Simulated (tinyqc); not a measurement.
RKS/PBE in the sto-3g basis, for BeH+, spin multiplicity 1, step by step. One step of it, computed by the program tinyqc.

Task: Iteration 2: building the Kohn-Sham matrix. J_ij = sum D_kl (ij|kl); F = H + J + V_xc; E = tr D H + tr D J / 2 + E_xc + E_nn.

D after iteration 1, lower triangle:
```
            1Be 1s    1Be 2s   1Be 2px   1Be 2py   1Be 2pz     2H 1s
1Be 1s    2.114190
1Be 2s   -0.435857  1.668834
1Be 2px   0.000000  0.000000  0.000000
1Be 2py   0.000000  0.000000  0.000000  0.000000
1Be 2pz  -0.016341  0.067075  0.000000  0.000000  0.002697
2H 1s    -0.154876  0.542024  0.000000  0.000000  0.021778  0.176134
```

core Hamiltonian H = T + V (hartree), lower triangle:
```
            1Be 1s     1Be 2s    1Be 2px    1Be 2py    1Be 2pz      2H 1s
1Be 1s   -8.133437
1Be 2s   -2.001372  -2.366050
1Be 2px   0.000000   0.000000  -1.879241
1Be 2py   0.000000   0.000000   0.000000  -1.879241
1Be 2pz  -0.008186  -0.084488   0.000000   0.000000  -1.935022
2H 1s    -0.129645  -0.510194   0.000000   0.000000  -0.629355  -1.531432
```

Two-electron integrals (ij|kl) in chemists' order, unique and non-zero (hartree):
```
(11|11) 2.298831   (21|11) 0.392036   (21|21) 0.079539   (22|11) 0.570988
(22|21) 0.143041   (22|22) 0.417683   (31|31) 0.014607   (32|31) 0.021888
(32|32) 0.092265   (33|11) 0.569578   (33|21) 0.143083   (33|22) 0.417589
(33|33) 0.449859   (41|41) 0.014607   (42|41) 0.021888   (42|42) 0.092265
(43|43) 0.024249   (44|11) 0.569578   (44|21) 0.143083   (44|22) 0.417589
(44|33) 0.401360   (44|44) 0.449859   (51|51) 0.014607   (52|51) 0.021888
(52|52) 0.092265   (53|53) 0.024249   (54|54) 0.024249   (55|11) 0.569578
(55|21) 0.143083   (55|22) 0.417589   (55|33) 0.401360   (55|44) 0.401360
(55|55) 0.449859   (61|11) 0.024496   (61|21) 0.004974   (61|22) 0.009047
(61|33) 0.008988   (61|44) 0.008988   (61|51) 0.000469   (61|52) 0.000881
(61|55) 0.009169   (61|61) 0.000328   (62|11) 0.090734   (62|21) 0.023230
(62|22) 0.078415   (62|33) 0.075138   (62|44) 0.075138   (62|51) 0.002941
(62|52) 0.021011   (62|55) 0.084885   (62|61) 0.001616   (62|62) 0.026884
(63|31) 0.001656   (63|32) 0.008719   (63|53) 0.003243   (63|63) 0.001833
(64|41) 0.001656   (64|42) 0.008719   (64|54) 0.003243   (64|64) 0.001833
(65|11) 0.110917   (65|21) 0.028634   (65|22) 0.100372   (65|33) 0.094730
(65|44) 0.094730   (65|51) 0.004575   (65|52) 0.032017   (65|55) 0.111540
(65|61) 0.002042   (65|62) 0.038152   (65|65) 0.054882   (66|11) 0.266181
(66|21) 0.069052   (66|22) 0.260659   (66|33) 0.244575   (66|44) 0.244575
(66|51) 0.008117   (66|52) 0.079288   (66|55) 0.292401   (66|61) 0.004804
(66|62) 0.124305   (66|65) 0.183833   (66|66) 0.774606
```

nuclear repulsion = 1.06527873 hartree

V_xc (hartree), lower triangle:
```
            1Be 1s     1Be 2s    1Be 2px    1Be 2py    1Be 2pz      2H 1s
1Be 1s   -1.483010
1Be 2s   -0.208927  -0.295537
1Be 2px   0.000000   0.000000  -0.289352
1Be 2py   0.000000   0.000000   0.000000  -0.289352
1Be 2pz  -0.000758  -0.014958   0.000000   0.000000  -0.298949
2H 1s    -0.013181  -0.065402   0.000000   0.000000  -0.087429  -0.308684
```

E_xc = sum of w rho eps_xc = -2.79425147 hartree

Give: Coulomb J; Kohn-Sham matrix F; total energy of this density.

Result:

Coulomb J (hartree), lower triangle:
```
         1Be 1s  1Be 2s  1Be 2px  1Be 2py  1Be 2pz  2H 1s
1Be 1s    5.615
1Be 2s    1.036   1.913
1Be 2px   0.000   0.000    1.903
1Be 2py   0.000   0.000    0.000    1.903
1Be 2pz   0.007   0.050    0.000    0.000    1.923
2H 1s     0.065   0.358    0.000    0.000    0.457  1.226
```

Kohn-Sham matrix F (hartree), lower triangle:
```
         1Be 1s  1Be 2s  1Be 2px  1Be 2py  1Be 2pz   2H 1s
1Be 1s   -4.001
1Be 2s   -1.175  -0.748
1Be 2px   0.000   0.000   -0.265
1Be 2py   0.000   0.000    0.000   -0.265
1Be 2pz  -0.002  -0.050    0.000    0.000   -0.311
2H 1s    -0.078  -0.218    0.000    0.000   -0.260  -0.614
```

total energy of this density = -14.56650 hartree
